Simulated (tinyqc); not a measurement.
Interface traps from C-V curves, high-low and Terman methods: two steps of the calculation.

MOS capacitor on an n-type substrate; psi is the band bending, negative in depletion; only majority carriers are counted. At the bending psi the Fermi level lies y = xi - psi below the conduction edge at the surface, xi = Vt ln(Nc/Nd). Dit(y) = D0 + D1 exp(-y/E1); traps fill up to the Fermi level, follow the bias and a slow signal, and do not follow a fast one. V is the gate voltage from flat band.

Parameters, values chosen for the exercise; band and dielectric values close to those of gallium nitride:
- T = 350 K (temperature)
- eps_r = 9.43 (relative permittivity)
- Nc = 2.87e18 cm^-3 (conduction-band density of states at T)
- Nd = 3.2e16 cm^-3 (donor density)
- EOT = 1.8 nm (equivalent oxide thickness)
- D0 = 6.6e11 cm^-2 eV^-1 (trap density far from the band edge)
- D1 = 9.9e12 cm^-2 eV^-1 (band-tail density at the conduction edge)
- E1 = 0.13 eV (decay energy of the tail)
- n = 9 (points)
- pa = -0.9 V (deepest band bending)
- pb = -0.045 V (shallowest band bending)

Constants: q = 1.602176634e-19 C, kB = 1.380649e-23 J/K, Vt = kB T/q, eps0 = 8.8541878128e-14 F/cm where lengths are in cm. Results are converted to the units shown.

Task 1. The curves. Cox = 3.9 eps0/EOT, LD = sqrt(eps0 eps_r Vt/(q Nd)), u = psi/Vt, Cd = (eps0 eps_r/(sqrt(2) LD)) |exp(u) - 1|/sqrt(exp(u) - u - 1). Ideal V0 = psi - sqrt(2) (eps0 eps_r Vt/LD) sqrt(exp(u) - u - 1)/Cox for psi < 0; the traps add dV = (q/Cox) times the integral of Dit from 0 to psi = (q/Cox) [D0 psi + D1 E1 exp(-xi/E1) (exp(psi/E1) - 1)]. 1/C_HF = 1/Cox + 1/Cd, 1/C_LF = 1/Cox + 1/(Cd + q Dit). Take n equally spaced psi from pa to pb.

Find: psi; y; Dit; V0; V; C_HF; C_LF; Cox.

Result 1.

```
point  psi (V)  y (eV)  Dit (cm^-2 eV^-1)   V0 (V)   V (V)  C_HF (nF/cm^2)  C_LF (nF/cm^2)
0      -0.9000   1.036           6.634e11  -0.9450  -1.032           48.35           144.2
1      -0.7931   0.929           6.678e11  -0.8353  -0.917           51.54           147.7
2      -0.6863   0.822           6.778e11  -0.7253  -0.801           55.47           152.5
3      -0.5794   0.715           7.005e11  -0.6151  -0.684           60.46           160.1
4      -0.4725   0.608           7.521e11  -0.5046  -0.567           67.13           172.9
5      -0.3656   0.501           8.695e11  -0.3936  -0.449           76.68           196.7
6      -0.2587   0.394           1.137e12  -0.2818  -0.329           92.10           243.5
7      -0.1519   0.287           1.744e12  -0.1687  -0.203           123.2           338.6
8      -0.0450   0.181           3.128e12  -0.0521  -0.066           216.4           536.6
```

Cox = 1918 nF/cm^2

At the deepest bending the traps stretch the gate voltage from -0.945 to -1.03 V.

Task 2. High-low extraction. q Dit = (1/C_LF - 1/Cox)^(-1) - (1/C_HF - 1/Cox)^(-1) at each point.

```
point  C_HF (nF/cm^2)  C_LF (nF/cm^2)
0           48.354721       144.18213
1           51.542483       147.65001
2           55.465432       152.53400
3           60.459851       160.07998
4           67.127250       172.92401
5           76.683756       196.70801
6           92.100764       243.46399
7           123.18797       338.57579
8           216.35420       536.57870
```

Cox = 1918.4074 nF/cm^2

Wanted: Dit by high-low.

Result 2.

Dit by high-low, point 0 to 8 (cm^-2 eV^-1): [6.634e11, 6.678e11, 6.778e11, 7.005e11, 7.521e11, 8.695e11, 1.137e12, 1.744e12, 3.128e12]

Numbers from tinyqc (`OMP_NUM_THREADS=1 python tinyqc.py 2030139 2030140 out.jsonl`; about 0.01 s on one thread of a shared Intel Xeon 2.30GHz).
